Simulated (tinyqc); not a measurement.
Mobility, diffusion coefficient and lifetime from two collectors.

Question. For an injected sheet in a field F the peak time tp at distance L obeys u^2 tp^2 + 2 D tp = L^2 with u^2 = v^2 + 4 D/tau, and the pulse area goes as exp(L (v - u)/(2 D)); v = mu F. Find u, D, mu and tau without using the Einstein relation.

Inputs (values chosen for the exercise): sweep field along the drift F = 6.2 V/cm.

distances (um): 660  1200
peak times (us): 23.1179681  42.9615735
ratio of the areas, far over near = 0.524530256

Solution. The two peak times give two linear equations for u^2 and D; the area ratio gives v - u, and u^2 - v^2 = 4 D/tau gives tau.

u = 2720 cm/s
D = 8.725 cm^2/s
mu = 405.0 cm^2/(V s)
tau = 3.200e-5 s

Program tinyqc, `OMP_NUM_THREADS=1 python tinyqc.py 2310047 2310048 out.jsonl`; Intel Xeon 2.30GHz, shared host, one thread, about 0.01 s.
